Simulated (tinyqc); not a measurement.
From results back to parameters: Koster-Slater impurity in an sp3s* host.

Problem. In the Koster-Slater model a defect shifts the s level of its site by Vs and the p levels by Vp; an A1 level solves 1/Vs = G_s(E) and a T2 level 1/Vp = G_p(E), E from the top of the valence band. A defect has an A1 level at E = 1.3233 eV, one of the energies of the table, and a T2 level at 3.9699 eV.

G(E) of the host (1/eV):

| E (eV) | G_s | G_p |
|---|---|---|
| 0.0000 | -0.0039911 | 0.0481448 |
| 0.6617 | -0.0081723 | 0.0293063 |
| 1.3233 | -0.0126799 | 0.0169714 |
| 1.9850 | -0.0177546 | 0.0066089 |
| 2.6466 | -0.0237339 | -0.0031392 |
| 3.3083 | -0.0311853 | -0.0132136 |
| 3.9699 | -0.0412398 | -0.0248151 |
| 4.6316 | -0.0567994 | -0.0406308 |
| 5.2932 | -0.0923963 | -0.0750551 |

Find: Vs, Vp.

Solution. Read G_s and G_p at the two energies and invert them. Vs is attractive and pulls its level down from the conduction bands. Vp is attractive and pulls its level down from the conduction bands.

Vs, Vp (eV): -78.9  -40.3

Computed by tinyqc, a small Python program: `OMP_NUM_THREADS=1 python tinyqc.py 1452665 1452666 out.jsonl` (the numbers bound the seed that draws the inputs); one thread of a shared host (Intel(R) Xeon(R) Processor @ 2.30GHz), about 0.04 s for the whole set of steps.
